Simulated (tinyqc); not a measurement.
# Trapped share and trap depth from dynamic on-resistance

Problem. Traps remove the share ft of the electrons in the drain access (length Ld, sheet resistance Rsh before stress), so Ron grows by Rsh Ld ft/(1 - ft). The recovery time goes as T^(-2) exp(q Ea/(kB T)). Find ft and Ea.

Inputs (values chosen for the exercise):

| symbol | value | unit | meaning |
|---|---|---|---|
| Ld | 1.5 | um | drain access length |

Constants: q = 1.602176634e-19 C, kB = 1.380649e-23 J/K. Results are converted to the units shown.

Ron before and just after an off-state stress (ohm mm): 1.6391476  1.6948635
Rsh = 300.52806 ohm
recovery times at 340 and 390 K (s): 0.67  0.057110899

Answer. The rise of Ron over Rsh Ld is ft/(1 - ft); ln(t T^2) is linear in 1/T.

ft = 0.110
Ea = 0.500 eV

tinyqc, about 0.01 s, one thread, Intel Xeon 2.30GHz (shared host): `OMP_NUM_THREADS=1 python tinyqc.py 2570070 2570071 out.jsonl`
